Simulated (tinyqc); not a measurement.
Stretching all distances: RHF, UHF, MP2, CISD and CCSD against full CI in the sto-3g basis, for H2, spin multiplicity 1. Computed by the program tinyqc with PySCF. All coordinates are multiplied by the scale. c0^2 is the weight of the RHF determinant in the lowest singlet FCI state (UHF is spin-contaminated and may lie near states of higher spin) and n(LUMO) the first natural occupation beyond the occupied space.

Geometry (angstrom):

| atom | x | y | z |
|---|---|---|---|
| H | 0.0000 | 0.0000 | 0.0000 |
| H | 0.0000 | 0.0000 | 0.6680 |

Full CI energy (hartree) and errors against it (kcal/mol):

| scale | distance 1-2 (angstrom) | E(FCI) | RHF | UHF | MP2 | CISD | CCSD | <S^2> UHF | c0^2 | n(LUMO) |
|---|---|---|---|---|---|---|---|---|---|---|
| 0.980 | 0.655 | -1.13076 | 10.718 | 10.718 | 3.644 | 0.000 | 0.000 | 0.000 | 0.991 | 0.019 |
| 1.270 | 0.848 | -1.12859 | 16.167 | 16.167 | 6.200 | 0.000 | 0.000 | 0.000 | 0.981 | 0.037 |
| 1.570 | 1.049 | -1.09062 | 24.216 | 24.216 | 10.224 | 0.000 | 0.000 | 0.000 | 0.964 | 0.072 |
| 1.860 | 1.242 | -1.04741 | 35.070 | 32.333 | 15.889 | 0.000 | 0.000 | 0.262 | 0.935 | 0.129 |
| 2.160 | 1.443 | -1.00773 | 49.904 | 27.828 | 23.728 | 0.000 | 0.000 | 0.629 | 0.890 | 0.221 |
| 2.460 | 1.643 | -0.97794 | 67.956 | 18.948 | 32.929 | 0.000 | 0.000 | 0.814 | 0.829 | 0.342 |
| 2.750 | 1.837 | -0.95882 | 87.163 | 11.550 | 41.708 | 0.000 | 0.000 | 0.905 | 0.764 | 0.471 |

What does the comparison show, and why?

UHF parts from RHF first at scale 1.86 of those listed, where <S^2> leaves zero. The weight c0^2 goes from 0.99 to 0.76 and n(LUMO) from 0.02 to 0.47: static correlation grows as the bonds break into open-shell fragments. The spread of the error along the curve, which distorts its shape, is CISD 0.0, CCSD 0.0, UHF 21.6, MP2 38.1, RHF 76.4 kcal/mol. With two electrons CISD and CCSD are exact.
